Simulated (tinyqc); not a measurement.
Scattering mobility, thermal velocity and mass from two apparent mobilities.

Question. 1/mu_app = 1/mu_0 + 1/mu_B with the ballistic mobility mu_B = vT L/(2 Vt) and vT = sqrt(2 kB T/(pi m)) (non-degenerate carriers); the mean free path is 2 Vt mu_0/vT. Find mu_0, vT, m and the mean free path.

Values chosen for this exercise: temperature T = 250 K.

Constants: q = 1.602176634e-19 C, kB = 1.380649e-23 J/K, m0 = 9.1093837015e-31 kg, Vt = kB T/q. Results are converted to the units shown.

apparent mobility at L = 25 and 100 nm (cm^2/(V s)): [390.97393, 1035.7159]

Solution. 1/mu_app is linear in 1/L: the slope is 2 Vt/vT and the intercept 1/mu_0.

mu_0 = 2.30e3 cm^2/(V s)
vT = 8.12e6 cm/s
m = 0.366 m0
mean free path = 122 nm

Computed by the program tinyqc: `OMP_NUM_THREADS=1 python tinyqc.py 2380140 2380141 out.jsonl`, one thread of a shared Intel Xeon 2.30GHz, about 0.02 s for the whole run.
